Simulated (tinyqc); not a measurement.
An Irvin curve: changing the peak concentration: sheet resistance and Hall data of a diffused or implanted layer. Computed by tinyqc, a small Python program. Command: `OMP_NUM_THREADS=1 python tinyqc.py 3005007 3005008 out.jsonl layer sweep`. One thread of a shared host (Intel(R) Xeon(R) Processor @ 2.30GHz), about 0.01 s of CPU time with the checks.

Carriers are taken equal to the net active doping down to the junction (full ionisation, which deep dopants in wide-gap hosts do not reach; no spill-over, no depletion), and the Hall factor is 1.

Inputs (values chosen for the exercise, modelled on phosphorus in silicon):
```
quantity                                 value        unit
mu_min                                    67.8  cm^2/(V s)
mu_max                                    1410  cm^2/(V s)
N_ref                                  9.8e+16      1/cm^3
exponent alpha                             0.7           -
length scale l                             760          nm
background doping N_B (opposite type)  6.9e+16      1/cm^3
```

Profile: complementary error function. Activation: complete.

Constants: e = 1.602176634e-19 C.

Method:
- N(x) = N_0 erfc(x/l), dose N_0 l/sqrt(pi), junction x_j = l erfc^-1(N_B/N_0).
- Mobility mu = mu_min + (mu_max - mu_min)/(1 + (N_t/N_ref)^alpha), N_t = active doping + N_B; carriers n = active doping - N_B, all dopants active.
- Integrals from x_0 (0 unless stated) to x_j by the midpoint rule on 400 even intervals: 1/R_s = e int n mu dx; sheet density n_s = int n dx; Hall sheet density (int n mu dx)^2/int n mu^2 dx; Hall mobility int n mu^2 dx/int n mu dx.
- Mean conductivity 1/(R_s x_j); mean mobility 1/(e n_s R_s).

One run for each value; columns: (1) peak concentration N_0 (1/cm^3); (2) mean conductivity 1/(R_s x_j) (S/cm); (3) sheet resistance R_s (ohm); (4) Hall mobility (cm^2/(V s)); (5) junction depth x_j (nm); (6) sheet density n_s (1/cm^2):
```
(1)         (2)    (3)    (4)   (5)        (6)
1.40e+18   24.5  386.2  332.0  1057  5.134e+13
2.10e+18   30.7  283.7  292.2  1147  8.080e+13
3.30e+18   39.3  205.3  252.6  1241  1.317e+14
5.10e+18   49.6  151.9  219.3  1327  2.083e+14
7.90e+18   63.1  112.5  190.3  1409  3.279e+14
1.20e+19   80.1   84.1  166.7  1484  5.032e+14
1.90e+19  105.6   60.6  144.8  1563  8.028e+14
2.90e+19  138.3   44.3  128.2  1633  1.231e+15
4.50e+19  186.1   31.6  114.1  1703  1.917e+15
7.00e+19  255.5   22.1  102.8  1771  2.988e+15
```

What does the table show?

Over the rows, mean conductivity 1/(R_s x_j) (S/cm) rises from 24.5 to 256 (exponent d ln y / d ln x 0.56 between the first rows and 0.72 between the last); sheet resistance R_s (ohm) falls from 386 to 22.1 (exponent d ln y / d ln x -0.76 between the first rows and -0.81 between the last); Hall mobility (cm^2/(V s)) falls from 332 to 103 (exponent d ln y / d ln x -0.31 between the first rows and -0.24 between the last).

Extremes, crossings and ranges named in words are read from the listed rows.
